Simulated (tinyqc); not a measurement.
Worked calculation: UKS/PBE0 in the 6-31g basis, for H2-, spin multiplicity 2. The basis has no diffuse functions, so it cannot describe the extra electron: this is an exercise in the method, not the real anion. One step of it, computed by the program tinyqc.

Task: Iteration 2: building the Kohn-Sham matrix. J_ij = sum D_kl (ij|kl) with D = D(alpha) + D(beta), K_ij = sum D_kl (ik|jl) for each spin; F = H + J - 0.25 K(s) + V_xc; E = tr D H + tr D J / 2 - 0.125 sum_s tr D(s) K(s) + E_xc + E_nn.

D(alpha) after iteration 1:
```
           1H 1s      1H 2s      2H 1s      2H 2s
1H 1s   0.130181   0.329981  -0.035779  -0.151619
1H 2s   0.329981   0.867271  -0.151619  -0.530278
2H 1s  -0.035779  -0.151619   0.130181   0.329981
2H 2s  -0.151619  -0.530278   0.329981   0.867271
```

D(beta) after iteration 1:
```
          1H 1s     1H 2s     2H 1s     2H 2s
1H 1s  0.027452  0.074094  0.027452  0.074094
1H 2s  0.074094  0.199983  0.074094  0.199983
2H 1s  0.027452  0.074094  0.027452  0.074094
2H 2s  0.074094  0.199983  0.074094  0.199983
```

core Hamiltonian H = T + V (hartree):
```
           1H 1s      1H 2s      2H 1s      2H 2s
1H 1s  -0.674850  -0.756713  -0.241318  -0.423822
1H 2s  -0.756713  -0.793613  -0.423822  -0.592478
2H 1s  -0.241318  -0.423822  -0.674850  -0.756713
2H 2s  -0.423822  -0.592478  -0.756713  -0.793613
```

Two-electron integrals (ij|kl) in chemists' order, unique and non-zero (hartree):
```
(11|11) 1.076566   (21|11) 0.578470   (21|21) 0.329423   (22|11) 0.587396
(22|21) 0.361304   (22|22) 0.453150   (31|11) 0.086048   (31|21) 0.051462
(31|22) 0.060692   (31|31) 0.012830   (32|11) 0.152355   (32|21) 0.097046
(32|22) 0.129831   (32|31) 0.027286   (32|32) 0.071920   (33|11) 0.415935
(33|21) 0.271422   (33|22) 0.384657   (33|31) 0.086048   (33|32) 0.260602
(33|33) 1.076566   (41|11) 0.260602   (41|21) 0.149883   (41|22) 0.166994
(41|31) 0.027286   (41|32) 0.053076   (41|33) 0.152355   (41|41) 0.071920
(42|11) 0.326757   (42|21) 0.203997   (42|22) 0.264649   (42|31) 0.042890
(42|32) 0.101987   (42|33) 0.326757   (42|41) 0.101987   (42|42) 0.179509
(43|11) 0.271422   (43|21) 0.176049   (43|22) 0.247261   (43|31) 0.051462
(43|32) 0.149883   (43|33) 0.578470   (43|41) 0.097046   (43|42) 0.203997
(43|43) 0.329423   (44|11) 0.384657   (44|21) 0.247261   (44|22) 0.344904
(44|31) 0.060692   (44|32) 0.166994   (44|33) 0.587396   (44|41) 0.129831
(44|42) 0.264649   (44|43) 0.361304   (44|44) 0.453150
```

nuclear repulsion = 0.41733219 hartree

V_xc(alpha) (hartree):
```
           1H 1s      1H 2s      2H 1s      2H 2s
1H 1s  -0.421931  -0.236206  -0.042803  -0.109416
1H 2s  -0.236206  -0.256110  -0.109416  -0.166918
2H 1s  -0.042803  -0.109416  -0.421931  -0.236206
2H 2s  -0.109416  -0.166918  -0.236206  -0.256110
```

V_xc(beta) (hartree):
```
           1H 1s      1H 2s      2H 1s      2H 2s
1H 1s  -0.358101  -0.205262  -0.041229  -0.099541
1H 2s  -0.205262  -0.228569  -0.099541  -0.154832
2H 1s  -0.041229  -0.099541  -0.358101  -0.205262
2H 2s  -0.099541  -0.154832  -0.205262  -0.228569
```

E_xc = sum of w rho eps_xc = -0.68520596 hartree

Give: Coulomb J; exchange K(alpha); exchange K(beta); F(alpha); F(beta); total energy of this density.

Result:

Coulomb J (hartree):
```
        1H 1s   1H 2s   2H 1s   2H 2s
1H 1s  1.6782  1.0181  0.2028  0.4942
1H 2s  1.0181  1.2749  0.4942  0.8467
2H 1s  0.2028  0.4942  1.6782  1.0181
2H 2s  0.4942  0.8467  1.0181  1.2749
```

exchange K(alpha) (hartree):
```
        1H 1s   1H 2s   2H 1s   2H 2s
1H 1s  0.6299  0.5147  0.0978  0.2412
1H 2s  0.5147  0.5178  0.2412  0.3507
2H 1s  0.0978  0.2412  0.6299  0.5147
2H 2s  0.2412  0.3507  0.5147  0.5178
```

exchange K(beta) (hartree):
```
        1H 1s   1H 2s   2H 1s   2H 2s
1H 1s  0.3108  0.3111  0.1756  0.2504
1H 2s  0.3111  0.3668  0.2504  0.3320
2H 1s  0.1756  0.2504  0.3108  0.3111
2H 2s  0.2504  0.3320  0.3111  0.3668
```

F(alpha) (hartree):
```
         1H 1s    1H 2s    2H 1s    2H 2s
1H 1s   0.4240  -0.1035  -0.1057  -0.0993
1H 2s  -0.1035   0.0957  -0.0993  -0.0004
2H 1s  -0.1057  -0.0993   0.4240  -0.1035
2H 2s  -0.0993  -0.0004  -0.1035   0.0957
```

F(beta) (hartree):
```
         1H 1s    1H 2s    2H 1s    2H 2s
1H 1s   0.5676  -0.0217  -0.1236  -0.0917
1H 2s  -0.0217   0.1610  -0.0917   0.0164
2H 1s  -0.1236  -0.0917   0.5676  -0.0217
2H 2s  -0.0917   0.0164  -0.0217   0.1610
```

total energy of this density = -0.992011 hartree
